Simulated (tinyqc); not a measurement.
Trench capacitor in an array: capacitance, non-linearity, leakage and relaxation: one step of the calculation.

A film between two metal electrodes, each interface adding a series capacitance ci. The small-signal permittivity is ek (1 + aq E^2); the field is found with the linear permittivity. Leakage J = J0 sinh(E/Ef). After a voltage step the film passes a relaxation current kr C V tt^(-nr), tt being the time in seconds. The sidewall is a coaxial capacitor with radii a = dm/2 - t and b = dm/2, depth AR dm; the end face is left out.

Task. Cell capacitance, fields and time constant. Per length 1/c = ln(b/a)/(2 pi eps0 ek) + (1/a + 1/b)/(2 pi ci); cell capacitance c AR dm; per footprint over pt^2; fields c V/(2 pi eps0 ek r) at r = a and b; resistance of the inner electrode rho AR dm/(pi a^2); time constant R C/3 of the distributed line.

Inputs (values chosen for the exercise); permittivity of the order of that of titanium dioxide:
- ek = 85.6 (relative permittivity of the film)
- t = 7.1 nm (film thickness)
- ci = 130 uF/cm^2 (capacitance of each electrode interface (dead layer and screening))
- V = 1.9 V (bias)
- dm = 51 nm (diameter of the hole)
- AR = 10 (aspect ratio, depth over diameter)
- pt = 98 nm (pitch of the square array)
- rho = 100 uohm cm (resistivity of the inner electrode)

Constants: eps0 = 8.8541878128e-14 F/cm where lengths are in cm. Results are converted to the units shown.

Find: a; b; cell capacitance; capacitance per footprint; field at a; field at b; R; R C/3.

Result.

a = 18.40 nm
b = 25.50 nm
cell capacitance = 6.377 fF
capacitance per footprint = 66.40 uF/cm^2
field at a = 2.711 MV/cm
field at b = 1.956 MV/cm
R = 0.4795 kohm
R C/3 = 1.019 ps

The array gives 7.24 times the planar capacitance per footprint; curvature makes the field at the inner electrode 1.18 times the planar value.

Numbers from tinyqc (`OMP_NUM_THREADS=1 python tinyqc.py 2102142 2102143 out.jsonl`; about 0.01 s on one thread of a shared Intel Xeon 2.30GHz).
